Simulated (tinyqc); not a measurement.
Inside a calculation. Method: one-electron ion in a basis of Gaussians. One step of it, computed by the program tinyqc.

Question. Matrices over normalised Gaussians. With p = a_i + a_j and I(k) = Gamma((k+1)/2) / (2 p^((k+1)/2)): S = I(2l+2), T = (2l+3) a_i a_j S / p, V = -Z I(2l+1), each divided by sqrt(S_ii S_jj).

exponents of r^l exp(-a r^2) (1/bohr^2): 1.183000  3.886000  12.770000  41.940000  137.800000

Z = 3

l = 0

Give: S; T; V.

Answer.

S, lower triangle:
```
       1      2      3      4      5
1  1.000
2  0.778  1.000
3  0.416  0.778  1.000
4  0.187  0.416  0.778  1.000
5  0.079  0.187  0.416  0.778  1.000
```

T (hartree), lower triangle:
```
       1      2       3       4        5
1  1.774
2  2.117  5.829
3  1.351  6.953  19.155
4  0.644  4.437  22.852  62.910
5  0.277  2.117  14.583  75.048  206.700
```

V (hartree), lower triangle:
```
        1        2        3        4        5
1  -5.207
2  -5.930   -9.437
3  -5.258  -10.748  -17.108
4  -4.151   -9.530  -19.484  -31.003
5  -3.143   -7.522  -17.277  -35.309  -56.197
```
